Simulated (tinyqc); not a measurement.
# One-sided p+-n junction, ionisation integral and breakdown: effects of single changes

A p+ layer at x < 0 and an n drift layer from x = 0. Depletion approximation, built-in voltage neglected. Local ionisation coefficients alpha_n = an exp(-(bn/E)^mx), alpha_p = ap exp(-(bp/E)^mx). Electrons move towards +x, holes towards x = 0.

Parameters, values chosen for the exercise; material values close to those of silicon:
```
symbol,value,unit,meaning
eps_r,11.6,,relative permittivity
an,6.67e5,1/cm,prefactor of the electron ionisation coefficient
bn,1.19e6,V/cm,field constant for electrons
ap,1.49e6,1/cm,prefactor of the hole ionisation coefficient
bp,1.9e6,V/cm,field constant for holes
mx,1,,exponent
mu,1300,cm^2/(V s),electron mobility of the drift layer
N,1.7e16,cm^-3,donor density of the drift layer
```

Constants: q = 1.602176634e-19 C, eps0 = 8.8541878128e-14 F/cm where lengths are in cm. Results are converted to the units shown.

Each table varies one quantity; the others keep the values above.

## Multiplication against voltage

W = sqrt(2 eps0 eps_r V/(q N)), peak field E0 = q N W/(eps0 eps_r), falling linearly to 0 at W. G(x) = integral from 0 to x of (alpha_n - alpha_p); I_n = integral of alpha_n exp(-G) (electrons injected at x = 0), I_p = integral of alpha_p exp(G(end) - G) (holes injected at the far edge); M = 1/(1 - I). Integrals on a fine grid; BV is where I_n = 1. Here BV = 35.3024 V; the Miller exponent is n = ln(1 - 1/M)/ln(V/BV).

Multiplication against voltage:

| V (V) | E0 (kV/cm) | I_n | I_p | M_n | M_p | Miller n, electrons | Miller n, holes |
|---|---|---|---|---|---|---|---|
| 14.1 | 273 | 0.137 | 0.0182 | 1.16 | 1.02 | 2.17 | 4.36 |
| 17.7 | 306 | 0.252 | 0.0505 | 1.34 | 1.05 | 1.99 | 4.32 |
| 21.2 | 335 | 0.388 | 0.110 | 1.63 | 1.12 | 1.86 | 4.32 |
| 24.7 | 362 | 0.536 | 0.212 | 2.16 | 1.27 | 1.74 | 4.34 |
| 28.2 | 387 | 0.690 | 0.375 | 3.23 | 1.60 | 1.65 | 4.37 |
| 30.4 | 402 | 0.787 | 0.518 | 4.70 | 2.08 | 1.60 | 4.40 |
| 32.5 | 415 | 0.879 | 0.694 | 8.28 | 3.26 | 1.56 | 4.42 |
| 33.9 | 424 | 0.940 | 0.835 | 16.6 | 6.07 | 1.53 | 4.44 |
| 34.8 | 430 | 0.979 | 0.938 | 46.6 | 16.2 | 1.51 | 4.45 |

Read the table: what changes, and by how much?

M_n rises from 1.158 to 46.6 and M_p from 1.019 to 16.2; both diverge at BV. The Miller exponent for electrons falls from 2.17 to 1.51 and that for holes goes from 4.36 through a minimum of 4.32 (at V = 21.2 among the rows listed) to 4.45. The larger multiplication belongs to electrons, whose coefficient at the peak field of the last row is 2.34 times the other.

## Effect of the drift doping

Same model as above.

Specific on-resistance Ron = W/(q mu N) with constant mobility and full ionisation.

Effect of the drift doping:

| N (cm^-3) | BV (V) | E0 at BV (kV/cm) | W at BV (um) | Ron (mohm cm^2) | BV^2/Ron (MW/cm^2) | eps0 eps_r mu E0^3/4 (MW/cm^2) |
|---|---|---|---|---|---|---|
| 1.4e15 | 184 | 284 | 13.0 | 4.45 | 7.61 | 7.61 |
| 2.7e15 | 117 | 313 | 7.44 | 1.32 | 10.3 | 10.3 |
| 5.2e15 | 75.0 | 349 | 4.30 | 0.397 | 14.2 | 14.2 |
| 1e16 | 49.1 | 391 | 2.51 | 0.120 | 20.0 | 20.0 |
| 1.9e16 | 33.0 | 442 | 1.49 | 0.0377 | 28.9 | 28.9 |
| 3.7e16 | 22.4 | 508 | 0.880 | 0.0114 | 43.8 | 43.8 |
| 7.1e16 | 15.7 | 589 | 0.532 | 0.00360 | 68.3 | 68.3 |
| 1.4e17 | 11.2 | 699 | 0.320 | 0.00110 | 114 | 114 |

What does the comparison show, and why?

BV falls from 184 to 11.2 V while the critical field rises from 284 to 699 kV/cm. BV goes as N^(-0.70) between the first two rows and N^(-0.50) between the last two (a coefficient proportional to E^7 gives -0.75 without punch-through). Ron goes as BV^(2.97) over the table; the last two columns agree since BV = E0 W/2 and N = eps0 eps_r E0/(q W). For N = 3.7e16, 7.1e16, 1.4e17 the layer is under 0.5 um wide or BV under 28 V, so dead space, tunnelling and the built-in voltage, all left out, matter.

Numbers from tinyqc (`OMP_NUM_THREADS=1 python tinyqc.py 2120131 2120132 out.jsonl`; about 0.04 s on one thread of a shared Intel Xeon 2.30GHz).
